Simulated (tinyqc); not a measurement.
Inside a calculation. Method: plane-wave Kohn-Sham cycle with exchange-only LDA in a layered model solid. One step of it, computed by the program tinyqc.

Question. Iteration 2: potential. V_H(G) = 4 pi rho(G)/G^2 for G != 0 (uniform background); v_x = -(3 rho/pi)^(1/3); V = V_ext + V_H + v_x; Fourier components f(G_m) = (1/N) sum_j f(x_j) exp(-i G_m x_j).

A solid whose potential varies along x alone (atomic units):
```
parameter                      value
period a                   17.800000
cross-section of the cell  10.000000
electrons per cell                 2
grid points                       16
plane waves -n..n, n               2
k points                           1
V1 in V1 cos(2 pi x/a)     -0.120000
```

density after iteration 1 (e/bohr^3): 0.01875156  0.01744740  0.01437957  0.01126294  0.00922727  0.00830634  0.00800478  0.00792713  0.00791283  0.00792713  0.00800478  0.00830634  0.00922727  0.01126294  0.01437957  0.01744740

Give: Potentials on the grid; V(G_m), m = 0, 1, 2, ....

Answer.

Potentials on the grid (hartree):
```
x        V_ext     V_H     v_x       V
0.000   -0.120   0.558  -0.262   0.176
1.113   -0.111   0.501  -0.255   0.135
2.225   -0.085   0.350  -0.239   0.026
3.337   -0.046   0.150  -0.221  -0.116
4.450        0  -0.051  -0.207  -0.258
5.562    0.046  -0.223  -0.199  -0.377
6.675    0.085  -0.351  -0.197  -0.463
7.787    0.111  -0.428  -0.196  -0.513
8.900    0.120  -0.454  -0.196  -0.530
10.012   0.111  -0.428  -0.196  -0.513
11.125   0.085  -0.351  -0.197  -0.463
12.238   0.046  -0.223  -0.199  -0.377
13.350       0  -0.051  -0.207  -0.258
14.463  -0.046   0.150  -0.221  -0.116
15.575  -0.085   0.350  -0.239   0.026
16.688  -0.111   0.501  -0.255   0.135
```

V(G_m), m = 0, 1, 2, ... (hartree): -0.218  0.175  0.020  0.002  0.000
